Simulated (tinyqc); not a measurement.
Smearing for a one-band metal on the fcc lattice: one step. Occupations and energies. Three cases, with inputs chosen for the exercise.

Problem. Converge mu, then list x, f and s of each level and form the sums.

With x = (E_k - mu)/sigma: Methfessel-Paxton (first order) f = erfc(x)/2 - x exp(-x^2)/(2 sqrt(pi)), s = (1 - 2 x^2) exp(-x^2)/(4 sqrt(pi)). With weights w = points/N^d (d the dimension), mu solves 2 sum w f = ne; E = 2 sum w f E_k, S = 2 sum w s, F = E - sigma S.

Give: mu; x, f and s of each level; E; S; F; (E + F)/2.

Case 1.

Values chosen: ne = 1.02 (electrons per cell); sigma = 0.417 eV (width).

Distinct levels:
```
E_k (eV)    points
-17.520000       1
-8.340000        8
-5.840000        6
0.280000        12
0.840000         4
2.780000        24
4.720000         3
5.280000         6
```

Solution.

mu = 2.5186 eV

x, f and s of each level:
```
E_k (eV)       x       f       s
-17.5200  -48.05  1.0000  0.0000
-8.3400   -26.04  1.0000  0.0000
-5.8400   -20.04  1.0000  0.0000
0.2800     -5.37  1.0000  0.0000
0.8400     -4.03  1.0000  0.0000
2.7800      0.63  0.0683  0.0204
4.7200      5.28  0.0000  0.0000
5.2800      6.62  0.0000  0.0000
```

E = -3.3750 eV
S = 0.0153
F = -3.3814 eV
(E + F)/2 = -3.3782 eV

Case 2.

Values chosen: ne = 1.57 (electrons per cell); sigma = 0.076 eV (width).

Distinct levels:
```
E_k (eV)   points
-4.140000       1
-2.280000       8
-1.380000       6
-0.420000       4
-0.140000      12
0.760000       24
1.660000        6
1.940000        3
```

Solution.

mu = 0.7894 eV

x, f and s of each level:
```
E_k (eV)       x       f       s
-4.1400   -64.86  1.0000  0.0000
-2.2800   -40.39  1.0000  0.0000
-1.3800   -28.54  1.0000  0.0000
-0.4200   -15.91  1.0000  0.0000
-0.1400   -12.23  1.0000  0.0000
0.7600     -0.39  0.8017  0.0851
1.6600     11.46  0.0000  0.0000
1.9400     15.14  0.0000  0.0000
```

E = -0.6062 eV
S = 0.0639
F = -0.6110 eV
(E + F)/2 = -0.6086 eV

Case 3.

Values chosen: ne = 1.43 (electrons per cell); sigma = 0.087 eV (width).

Distinct levels:
```
E_k (eV)   points
-8.940000       1
-5.220000       8
-2.980000       6
-1.500000       4
-0.500000      12
1.740000       24
3.980000        6
4.980000        3
```

Solution.

mu = 1.7519 eV

x, f and s of each level:
```
E_k (eV)        x       f       s
-8.9400   -122.90  1.0000  0.0000
-5.2200    -80.14  1.0000  0.0000
-2.9800    -54.39  1.0000  0.0000
-1.5000    -37.38  1.0000  0.0000
-0.5000    -25.88  1.0000  0.0000
1.7400      -0.14  0.6150  0.1332
3.9800      25.61  0.0000  0.0000
4.9800      37.10  0.0000  0.0000
```

E = -1.7155 eV
S = 0.0999
F = -1.7242 eV
(E + F)/2 = -1.7199 eV

Levels with f between 0.001 and 0.999: 1. For this scheme F itself has no term in sigma^2, so F is the estimate of the energy at zero width. That argument needs a smooth density of states, and the number of distinct levels within 2 sigma of mu is only 1, so it may fail on this mesh.

Computed by tinyqc, one run a case: `OMP_NUM_THREADS=1 python tinyqc.py N N+1 out.jsonl` with N = 1650280, 1650826, 1650849; one thread of a shared Intel(R) Xeon(R) Processor @ 2.30GHz, about 0.3 s a run at most.
